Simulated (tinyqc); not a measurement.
Free and nearly free electrons in a metal: one step. Thermal quantities. Three cases, with inputs chosen for the exercise.

Problem. gamma = (pi^2/3) kB^2 D(EF) per atom, times 96485.33 x 1e3 for mJ/(mol K^2); mu(T) = EF (1 - (pi kB T/EF)^2/12); Wiedemann-Franz kappa = L0 T/rho with L0 = (pi^2/3) (kB/e)^2, kB/e in V/K.

Constants: kB = 8.617333262e-05 eV/K.

Give: gamma; mu - EF; kappa.

Case 1.

Values chosen (out of a larger set: near those of W, whose d bands this model ignores; not measured data): rho = 5.81 micro-ohm cm (bulk resistivity); T = 300 K.

D(EF) per atom = 0.327472 1/eV
EF = 9.16110 eV

Solution.

gamma = 0.772 mJ/(mol K^2)
mu - EF = -0.0600 meV
kappa = 126 W/(m K)

The d states at EF, left out, make the measured gamma larger.

Case 2.

Values chosen (out of a larger set: near those of W, whose d bands this model ignores; not measured data): rho = 6 micro-ohm cm (bulk resistivity); T = 300 K.

D(EF) per atom = 0.326645 1/eV
EF = 9.18428 eV

Solution.

gamma = 0.770 mJ/(mol K^2)
mu - EF = -0.0598 meV
kappa = 122 W/(m K)

The d states at EF, left out, make the measured gamma larger.

Case 3.

Values chosen (out of a larger set: near those of Al; not measured data): rho = 2.69 micro-ohm cm (bulk resistivity); T = 290 K.

D(EF) per atom = 0.358091 1/eV
EF = 12.56664 eV

Solution.

gamma = 0.844 mJ/(mol K^2)
mu - EF = -0.0409 meV
kappa = 263 W/(m K)

Computed by tinyqc, one run a case: `OMP_NUM_THREADS=1 python tinyqc.py N N+1 out.jsonl` with N = 1651703, 1651728, 1651910; one thread of a shared Intel(R) Xeon(R) Processor @ 2.30GHz, about 0.01 s a run at most.
